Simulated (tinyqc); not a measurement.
Range and order of the fit: effective mass of the split-off band from tabulated energies.

c = hbar^2/2m0. A uniform scatter of up to 0.3 meV has been added to mimic numerical noise.
Constants: hbar^2/2m0 = 3.80998211 eV angstrom^2.

Energies along [110], from the band edge downward:

| k (1/angstrom) | E (meV) |
|---|---|
| 0.000000 | 0.00000 |
| 0.015000 | 3.50380 |
| 0.030000 | 13.62620 |
| 0.045000 | 30.12310 |
| 0.060000 | 54.49170 |
| 0.075000 | 86.70960 |
| 0.090000 | 127.66900 |
| 0.105000 | 177.15570 |
| 0.120000 | 236.18110 |

reference mass (curvature of the model at k = 0.0001 1/angstrom) = 0.258107 m0

Least-squares fits of E = a k^2 (+ b k^4 + d k^6) over points 1 to n, and the line y = c k^2/E against E; errors of m against the reference.

Results:

| n | E at point n (meV) | one term (%) | two terms (%) | three terms (%) | line (%) | rms residual, one term (meV) |
|---|---|---|---|---|---|---|
| 3 | 30.1 | -1.10 | -4.12 | -6.35 | -5.36 | 0.151 |
| 4 | 54.5 | -2.10 | -0.29 | -5.66 | -3.91 | 0.239 |
| 5 | 86.7 | -3.48 | 0.46 | -1.36 | -2.99 | 0.552 |
| 6 | 127.7 | -5.13 | 0.72 | -0.07 | -2.40 | 1.134 |
| 7 | 177.2 | -6.70 | 0.13 | 1.06 | -2.12 | 1.813 |
| 8 | 236.2 | -8.27 | -0.44 | 1.00 | -2.01 | 2.744 |

The error of the parabola goes from -1.10 to -8.27 % as the range widens, and at n = 8 its residual, 2.74 meV, is only 1.2 % of the top energy: a small residual does not vouch for the mass. Over the full range (n = 8) the best form is two terms (0.44 %); the line errs by -5.36 % at n = 3 and -2.01 % at n = 8. Many terms on few points amplify the scatter: three terms err by -6.3 % at n = 3 but by +1.0 % at n = 8.

Run: tinyqc, `OMP_NUM_THREADS=1 python tinyqc.py 1881213 1881214 out.jsonl`; Intel(R) Xeon(R) Processor @ 2.30GHz, one thread, shared host; about 0.01 s of CPU time with all checks.
